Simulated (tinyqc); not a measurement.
G0W0 on RHF in the 3-21g basis, for H2, spin multiplicity 1, step by step. One step of it, computed by the program tinyqc.

Task: G0W0 on Hartree-Fock: HOMO. W(p,q,m) = sqrt2 sum_ia (pq|ia) (X+Y)_ia,m; Sigma_c(x) = sum_(i,m) W^2/(x - e_i + w_m) + sum_(a,m) W^2/(x - e_a - w_m); solve x = e_p + Sigma_c(x) by Newton steps; Z = 1/(1 - dSigma/dx); 1 hartree = 27.211386 eV.

orbital energies (hartree): MO1 -0.616158, MO2 0.285295, MO3 0.882115, MO4 1.623608

Two-electron integrals over orbitals (pq|rs), unique and non-zero (hartree):
```
(11|11) 0.680073    (21|21) 0.081076    (22|11) 0.453657    (22|22) 0.406790
(31|11) 0.177210    (31|22) 0.050455    (31|31) 0.119257    (32|21) -0.023538
(32|32) 0.037290    (33|11) 0.570469    (33|22) 0.404420    (33|31) 0.133813
(33|33) 0.506062    (41|21) -0.078826   (41|32) -0.018617   (41|41) 0.138634
(42|11) -0.144224   (42|22) -0.054219   (42|31) -0.074407   (42|33) -0.102230
(42|42) 0.067009    (43|21) -0.082317   (43|32) 0.000665    (43|41) 0.122829
(43|43) 0.126994    (44|11) 0.696360    (44|22) 0.465605    (44|31) 0.211893
(44|33) 0.592328    (44|42) -0.169888   (44|44) 0.779315
```

excitation energies w (hartree): 1.032620  1.720332  2.509431

X + Y:
```
            1         2          3
1>2  0.930873  0.000000  -0.051525
1>3  0.000000  0.933231   0.000000
1>4  0.126608  0.000000   0.941246
```

Give: The 12 largest terms at x = e_p; Newton steps; quasiparticle energy of the HOMO; Hartree-Fock value.

Result:

The 12 largest terms at x = e_p (hartree; W for the signs of X + Y given):
```
q  m        W     term
1  2   0.2339   0.0318
3  2   0.1574  -0.0077
4  3   0.1903  -0.0076
2  1   0.0926  -0.0044
2  3  -0.1108  -0.0036
4  1  -0.0789  -0.0019
```

Newton steps (hartree):
```
step        x  Sigma_c(x)       Z
0     -0.6162      0.0065  0.9743
1     -0.6098      0.0064  0.9744
2     -0.6098      0.0064  0.9744
```

quasiparticle energy of the HOMO = -16.5933 eV

Hartree-Fock value = -16.7665 eV
